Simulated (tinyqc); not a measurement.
Worked calculation: carbon nanotube by zone folding. Values are carried at full precision from step to step, so a last printed digit may differ when a step is redone from the rounded ones.

Circumference C = n a1 + m a2, a = sqrt3 acc; d = a sqrt(n^2 + nm + m^2)/pi; tan(theta) = sqrt3 m/(2n + m); dR = gcd(2n + m, 2m + n); T = t1 a1 + t2 a2 with t1 = (2m + n)/dR, t2 = -(2n + m)/dR, |T| = sqrt3 pi d/dR; N = 2 (n^2 + nm + m^2)/dR hexagons a cell. On cutting line mu = 0 to N - 1 at x = k|T|/(2 pi) the phases are p1 = 2 pi (-t2 mu + m x)/N, p2 = 2 pi (t1 mu - n x)/N, and E = -/+ t |1 + exp(i p1) + exp(i p2)|.

Constants: hbar^2/2m0 = 3.80998211 eV angstrom^2.

Inputs chosen for the exercise (near those used for carbon; the results hold for these values, not for the real material):
- n = 11 (chiral index)
- m = 6 (chiral index)
- acc = 1.42 angstrom (bond length)
- t = 2.87 eV (hopping)
- mu = 149 (cutting line)
- x = 0.25 (position on the line)

## Geometry

Form d, theta, dR, t1, t2, N and |T|, and (n - m) mod 3.

d = 11.691 angstrom
theta = 20.36 degrees

dR, t1, t2, N: [1, 23, -28, 446]

|T| = 63.615 angstrom
(n - m) mod 3 = 2

The nearest line misses K by a third of the spacing 2/d: semiconducting in zone folding; chiral, 892 atoms a cell.

## One point of one line

Form the phases and the energy.

p1, p2 (rad): [58.79568, 48.24035]

E of the upper band = 0.3878 eV

## Band edges

The three lowest distinct minima of E along the lines, doubled (the transition between mirror bands), against the cone: 2 t acc j/d with j = 1, 2, 4 for semiconducting and 0, 3, 3 for metallic tubes.

Transitions (eV):
```
order  zone folding    cone
1            0.7025  0.6972
2            1.3563  1.3944
3            2.7896  2.7887
```

Trigonal warping puts the first transition +0.8 % and the second -2.7 % from the cone; the two lines lie on opposite sides of K, where the contours bend oppositely. Measured optical lines also hold self-energy and exciton terms.

## Mass at the first band edge

Cone estimate: E^2 = (Eg/2)^2 + (hbar v k)^2, hbar v = 3 t acc/2, Eg = 2 t acc/d, so m/m0 = c Eg/(hbar v)^2, c = hbar^2/2m0.

hbar v = 6.1131 eV angstrom
Eg = 0.6972 eV
mass = 0.0711 m0

(tinyqc, `OMP_NUM_THREADS=1 python tinyqc.py 1451278 1451279 out.jsonl`, Intel(R) Xeon(R) Processor @ 2.30GHz, 1 thread, shared host, about 0.03 s.)
